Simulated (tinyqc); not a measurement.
# Tunnelling through a gate dielectric, WKB transmission and Tsu-Esaki current: two studies

Electrons leave the emitter at x = 0. Energies E (motion across the layers) are in eV from the emitter Fermi level; the collector Fermi level lies at -V and offers states at every E. No charge in the dielectric and no image force: F1 = V/t1, U = phi1 - F1 x. With C = hbar^2/(2 m0), kappa = sqrt(m (U - E)/C) where U > E and 0 elsewhere; T(E) = exp(-S), S = 2 times the integral of kappa over x.

Values chosen for this exercise; dielectric values close to those of silicon dioxide: temperature T = 300 K; Fermi energy of the emitter above its band bottom Ef = 0.38 eV; emitter mass in the supply function me = 0.84 m0; barrier of layer 1 above the emitter Fermi level at zero bias phi1 = 3.05 eV; tunnelling mass of layer 1 m1 = 0.5 m0; thickness of layer 1 t1 = 5.5 nm; voltage across the dielectric V = 4.4 V.

Constants: q = 1.602176634e-19 C, kB = 1.380649e-23 J/K, hbar = 1.054571817e-34 J s, m0 = 9.1093837015e-31 kg, Vt = kB T/q, hbar^2/(2 m0) = 0.0380998212 eV nm^2. Results are converted to the units shown.

Each table varies one quantity; the others keep the values above.

## Current against voltage

Each layer adds (2/F) sqrt(m/C) [G(u at its left edge) - G(u at its right edge)] to S, with u = U - E (0 where negative) and G(u) = (2/3) u^1.5. J = J0 times the integral of T(E) N(E) dE, N = ln[(1 + exp(-E/Vt))/(1 + exp((-E - V)/Vt))], J0 = q^2 me m0 kB T/(2 pi^2 hbar^3) (times 1e-4 for A/cm^2 per eV), from E = -Ef to far above the barrier (T = 1 there), by quadrature converged to the digits shown.

Result of one run:

| V (V) | S at E = 0 | T(E = 0) | J (A/cm^2) | mean E of the current (eV) |
|---|---|---|---|---|
| 3.45 | 41.02 | 1.538e-18 | 8.273e-11 | -0.04188 |

What becomes of these results when the voltage across the dielectric V is changed from 3.45 to 5.89 V, all else the same?

Result of the changed run:

| V (V) | S at E = 0 | T(E = 0) | J (A/cm^2) | mean E of the current (eV) |
|---|---|---|---|---|
| 5.89 | 24.02 | 3.683e-11 | 0.003886 | -0.1200 |

The whole series:

| V (V) | S at E = 0 | T(E = 0) | J (A/cm^2) | mean E of the current (eV) |
|---|---|---|---|---|
| 0.2 | 68.44 | 1.893e-30 | 1.997e-22 | -0.1163 |
| 1.01 | 63.47 | 2.735e-28 | 2.789e-20 | -0.1183 |
| 1.82 | 57.84 | 7.603e-26 | 6.707e-18 | -0.1046 |
| 2.64 | 50.96 | 7.393e-23 | 5.226e-15 | -0.07956 |
| 3.45 | 41.02 | 1.538e-18 | 8.273e-11 | -0.04188 |
| 4.26 | 33.22 | 3.749e-15 | 2.532e-7 | -0.07530 |
| 5.08 | 27.86 | 7.989e-13 | 6.826e-5 | -0.1005 |
| 5.89 | 24.02 | 3.683e-11 | 0.003886 | -0.1200 |
| 6.7 | 21.12 | 6.723e-10 | 0.08541 | -0.1356 |

J rises from 2.00e-22 to 0.0854 A/cm^2, by 2.65 decades a volt between the first two rows and 1.66 between the last two. From V = 3.45 V on (among the rows) a band edge falls below the emitter Fermi level, so electrons at E = 0 no longer cross the full thickness. In 2 of the 9 rows the field exceeds 10 MV/cm (up to 12.2), more than most dielectrics sustain; the model ignores breakdown.

## Effect of the barrier height

Same model as above.

Results:

| phi1 (eV) | S at E = 0 | T(E = 0) | J (A/cm^2) | mean E of the current (eV) |
|---|---|---|---|---|
| 1.5 | 11.09 | 1.523e-5 | 1719 | -0.1252 |
| 1.79 | 14.46 | 5.252e-7 | 52.59 | -0.1150 |
| 2.07 | 17.98 | 1.551e-8 | 1.408 | -0.1061 |
| 2.64 | 25.90 | 5.654e-12 | 4.363e-4 | -0.09018 |
| 2.93 | 30.28 | 7.064e-14 | 5.098e-6 | -0.08294 |
| 3.21 | 34.72 | 8.309e-16 | 5.666e-8 | -0.07641 |
| 3.5 | 39.53 | 6.768e-18 | 4.382e-10 | -0.07005 |

Estimate the missing row, phi1 = 2.36 eV.

Computed row:

| phi1 (eV) | S at E = 0 | T(E = 0) | J (A/cm^2) | mean E of the current (eV) |
|---|---|---|---|---|
| 2.36 | 21.89 | 3.115e-10 | 0.02588 | -0.09769 |

With this row back in the table: J falls from 1720 to 4.38e-10 A/cm^2, on average 6.30 decades for each eV, while S rises from 11.1 to 39.5, as phi1^(1.50) over the table (a flat barrier gives 0.5, a triangular one 1.5). V exceeds phi1 in every row, so all are in the Fowler-Nordheim regime.

Numbers from tinyqc (`OMP_NUM_THREADS=1 python tinyqc.py 2540014 2540015 out.jsonl`; about 0.02 s on one thread of a shared Intel Xeon 2.30GHz).
